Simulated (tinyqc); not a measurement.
sp3s* tight binding, step by step. Values are carried at full precision from step to step, so a last printed digit may differ when a step is redone from the rounded ones.

sp3s* tight binding, nearest neighbours only: anion (a) at 0, cation (c) at a/4 (1,1,1), orbitals s, px, py, pz, s* on each; k in units of 2 pi/a. With phases e_j = exp(i (pi/2) k.n_j) for n = (1,1,1), (1,-1,-1), (-1,1,-1), (-1,-1,1): g0 = (e1+e2+e3+e4)/4, g1 = (e1+e2-e3-e4)/4, g2 = (e1-e2+e3-e4)/4, g3 = (e1-e2-e3+e4)/4. The diagonal holds the levels Esa, Epa, Exa (s*) and Esc, Epc, Exc. Anion-cation block: <sa|sc> = Vss g0; <sa|xc> = Vsapc g1; <xa|sc> = -Vscpa g1; <xa|xc> = Vxx g0; <xa|yc> = <ya|xc> = Vxy g3, <xa|zc> = <za|xc> = Vxy g2, <ya|zc> = <za|yc> = Vxy g1; <s*a|xc> = Vxapc g1; <xa|s*c> = -Vpaxc g1; y and z take g2 and g3 in place of g1; s-s* and s*-s* vanish.

Constants: hbar^2/2m0 = 3.80998211 eV angstrom^2.

Inputs chosen for the exercise (near a published set for GaP, fitted to gaps, whose masses and valley positions are rough; the results hold for these values, not for the real material):
```
symbol  value            unit      meaning
k       (0.49, 0.49, 0)  2 pi/a    wave vector
Esa     -8.163           eV        s level of the anion
Epa     1.119            eV        p level of the anion
Esc     -2.195           eV        s level of the cation
Epc     4.108            eV        p level of the cation
Exa     8.518            eV        s* level of the anion
Exc     7.198            eV        s* level of the cation
Vss     -7.427           eV        s-s
Vxx     2.167            eV        px-px
Vxy     5.107            eV        px-py
Vsapc   4.305            eV        s anion, p cation
Vscpa   6.297            eV        s cation, p anion
Vxapc   4.689            eV        s* anion, p cation
Vpaxc   5.106            eV        p anion, s* cation
a       5.453            angstrom  lattice constant
```

## Phase sums

Form g0 to g3 at this k.

g0, g1, g2, g3: [0.51571, 0.49975i, 0.49975i, -0.48429]

## The Hamiltonian without spin-orbit coupling

Fill in the 10 x 10 matrix.

H(k) (eV), rows sa, xa, ya, za, s*a, sc, xc, yc, zc, s*c and columns alike:
```
[[-8.1630, 0, 0, 0, 0, -3.8301, 2.1514i, 2.1514i, -2.0849, 0],
 [0, 1.1190, 0, 0, 0, -3.1469i, 1.1175, -2.4733, 2.5522i, -2.5517i],
 [0, 0, 1.1190, 0, 0, -3.1469i, -2.4733, 1.1175, 2.5522i, -2.5517i],
 [0, 0, 0, 1.1190, 0, 3.0496, 2.5522i, 2.5522i, 1.1175, 2.4728],
 [0, 0, 0, 0, 8.5180, 0, 2.3433i, 2.3433i, -2.2709, 0],
 [-3.8301, 3.1469i, 3.1469i, 3.0496, 0, -2.1950, 0, 0, 0, 0],
 [-2.1514i, 1.1175, -2.4733, -2.5522i, -2.3433i, 0, 4.1080, 0, 0, 0],
 [-2.1514i, -2.4733, 1.1175, -2.5522i, -2.3433i, 0, 0, 4.1080, 0, 0],
 [-2.0849, -2.5522i, -2.5522i, 1.1175, -2.2709, 0, 0, 0, 4.1080, 0],
 [0, 2.5517i, 2.5517i, 2.4728, 0, 0, 0, 0, 0, 7.1980]]
```

## Levels at this k

Diagonalise H, which belongs to k = (0.49, 0.49, 0) (2 pi/a). Four bands are filled (two electrons each); give the make-up of band 5, the lowest empty one.

levels (eV): [-11.1686, -5.9514, -2.4113, -1.2759, 2.8348, 3.4566, 6.5029, 7.4373, 10.1694, 11.4451]

weights of band 5: s 0.393, p 0.401, s* 0.207

weight of band 5 on atom a = 0.341

The vertical gap at this k is 4.1107 eV; band 5 is mostly p-like.

## Levels at Gamma

At k = 0 only g0 = 1 is left and H falls into 2 x 2 blocks [[E_a, V], [V, E_c]] with roots (E_a + E_c)/2 -/+ sqrt(((E_a - E_c)/2)^2 + V^2); the s* levels stay uncoupled. The direct gap runs from the highest lower root of the p blocks to the lowest upper root.

Blocks at Gamma (eV):
```
block            E_a      E_c        V  lower root  upper root
s (Gamma1)   -8.1630  -2.1950  -7.4270    -13.1830      2.8250
p (Gamma15)   1.1190   4.1080   2.1670     -0.0189      5.2459
```

direct gap at Gamma = 2.8439 eV

The lowest empty level at Gamma is s-like.

## Bands near the gap

Diagonalise at L = (1/2,1/2,1/2), X = (1,0,0), W = (1,1/2,0), K = (3/4,3/4,0) and at the fractions named between them; energies from the top of the valence band at Gamma; 4 bands are filled.

Levels (eV):
```
k        level 2  level 3  level 4  level 5  level 6
L         -6.847   -1.300   -1.300    2.399    4.100
L-G 0.5   -3.885   -0.714   -0.714    3.004    4.581
G          0.000    0.000    0.000    2.844    5.265
G-X 0.2   -1.065   -0.363   -0.363    3.333    4.674
G-X 0.4   -2.996   -1.152   -1.152    3.629    3.699
G-X 0.6   -4.976   -1.942   -1.942    2.904    3.435
G-X 0.7   -5.898   -2.257   -2.257    2.638    3.255
G-X 0.8   -6.738   -2.493   -2.493    2.464    3.080
G-X 0.9   -7.425   -2.639   -2.639    2.372    2.951
X         -7.737   -2.689   -2.689    2.344    2.903
W         -7.737   -2.689   -2.689    2.344    2.903
K         -7.578   -2.903   -2.277    2.363    2.985
K-G 0.5   -4.594   -1.795   -0.786    3.186    3.866
```

On these points the lowest empty level is lowest at X and W, 2.344 eV above the top. The band is nearly flat from X to W in this model, an artefact of nearest-neighbour coupling.

## Valleys and masses

The lowest conduction level at Gamma, at its minimum on (x,0,0) for x from 0.5 to 1, and at the point L (L, and X where the search ends there, need not be minima in this model; a zero or negative inverse mass shows it). Inverse masses m0/m = (E(+h) + E(-h) - 2 E)/(2 c q^2) with c = hbar^2/2m0, q = h 2 pi/a, h = 0.002; longitudinal along the valley axis ([100] at Gamma and Delta, [111] at L), transverse along [010] or [1-10]. A dash: the next level lies within 0.15 eV, so a single mass has no use there.

Valleys:
```
valley  x (2 pi/a)  E - Ev (eV)  m0/m_l  m0/m_t
Gamma       0.0000       2.8439    3.95    3.95
Delta       1.0000       2.3438    0.53    0.00
L           0.5000       2.3991    0.73    0.75
```

Of these three the lowest is the Delta line, which makes the gap indirect, 2.3438 eV. At Delta m0/m_t is 0.00. This nearest-neighbour model is fitted to gaps: it places the Delta minimum and the masses at Delta and L only roughly (transverse masses can be several times too heavy), and since its bands are flat from X to W the transverse mass grows too heavy towards X; d orbitals or second neighbours cure this.

## Checks

- Direct gap at Gamma from the blocks against the full matrix: both 2.84391.

Run: tinyqc, `OMP_NUM_THREADS=1 python tinyqc.py 1482374 1482375 out.jsonl`; Intel(R) Xeon(R) Processor @ 2.30GHz, one thread, shared host; about 0.1 s of CPU time with all checks.
